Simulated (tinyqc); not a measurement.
Implant damage, amorphisation by cascade overlap, and solid-phase epitaxial regrowth: one step, computed by the program tinyqc. Command: `OMP_NUM_THREADS=1 python tinyqc.py 3112159 3112160 out.jsonl sper walk`. One thread of a shared host (Intel(R) Xeon(R) Processor @ 2.30GHz), about 0.01 s of CPU time with the checks.

Range and width of the damage are inputs. Dynamic annealing enters only through the surviving share f.

Question. Overlap model. Gibbons model: a point turns amorphous after n + 1 hits; with y = A_i Q the amorphous share is 1 - exp(-y) sum_(k=0..n) y^k/k!. Doses are set by y.

Inputs (values chosen for the exercise, modelled on fluorine ions in silicon): overlaps needed n = 2; area amorphised by one track A_i = 4.2 nm^2.

Give: the table «Amorphous share» with the columns Q (1/cm^2), direct impact (n = 0), given n, for y = 0.1, 0.3, 0.6, 1.0, 2.0, 3.0, 5.0, 8.0.

Answer.

Amorphous share:

| y | Q (1/cm^2) | direct impact (n = 0) | given n |
|---|---|---|---|
| 0.1 | 2.3810e+12 | 0.09516 | 1.5465e-04 |
| 0.3 | 7.1429e+12 | 0.25918 | 3.5995e-03 |
| 0.6 | 1.4286e+13 | 0.45119 | 2.3115e-02 |
| 1.0 | 2.3810e+13 | 0.63212 | 8.0301e-02 |
| 2.0 | 4.7619e+13 | 0.86466 | 3.2332e-01 |
| 3.0 | 7.1429e+13 | 0.95021 | 5.7681e-01 |
| 5.0 | 1.1905e+14 | 0.99326 | 8.7535e-01 |
| 8.0 | 1.9048e+14 | 0.99966 | 9.8625e-01 |

At small y the share grows as y^3; between the first rows the exponent is 2.86.
